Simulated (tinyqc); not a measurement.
Starting guesses with plain Roothaan steps: SCF starting guesses in the sto-3g basis, for H6, spin multiplicity 1. Computed by the program tinyqc with PySCF. RHF with one setting changed at a time; a run stops when the energy changes by less than 1e-09 hartree and the error matrix is below 1e-5. Starts: the lowest orbitals of the core Hamiltonian, of the Wolfsberg-Helmholz matrix (K = 1.75), projected atomic densities, random orbitals, and the highest orbitals of the core Hamiltonian (a deliberately bad start).

Geometry (angstrom):
```
atom,x,y,z
H,0.0000,0.0000,0.0000
H,0.0000,0.0000,0.9630
H,0.0000,0.0000,2.3700
H,0.0000,0.0000,3.3330
H,0.0000,0.0000,4.7410
H,0.0000,0.0000,5.7040
```

lowest restricted solution found by these runs and by PySCF = -3.209680 hartree

Largest element of the error matrix X^T (FDS - SDF) X:
```
iteration,core,Wolfsberg-Helmholz,atomic densities,random,highest core orbitals
1,4.0e-01,1.2e-01,2.0e-02,5.5e-01,1.1e-01
2,2.7e-02,1.6e-02,3.9e-02,4.7e-01,1.5e-01
3,7.3e-03,4.5e-03,1.1e-02,1.3e-01,4.7e-02
4,2.0e-03,1.3e-03,3.0e-03,3.7e-02,1.4e-02
5,5.6e-04,3.5e-04,8.4e-04,1.0e-02,3.8e-03
6,1.5e-04,9.6e-05,2.3e-04,2.9e-03,1.1e-03
8,1.2e-05,7.3e-06,1.8e-05,2.2e-04,8.0e-05
10,-,-,-,1.7e-05,6.1e-06
```

How each run ends:
```
run,iterations,E (hartree),state
core,9,-3.20968,lowest found
Wolfsberg-Helmholz,9,-3.20968,lowest found
atomic densities,9,-3.20968,lowest found
random,11,-3.20968,lowest found
highest core orbitals,11,-3.20968,lowest found
```

What does the comparison show, and why?

5 of 5 runs reach the lowest restricted solution found, in 9 to 11 iterations (fastest: core, Wolfsberg-Helmholz, atomic densities). The first errors are 4e-01, 1e-01, 2e-02, 6e-01, 1e-01.
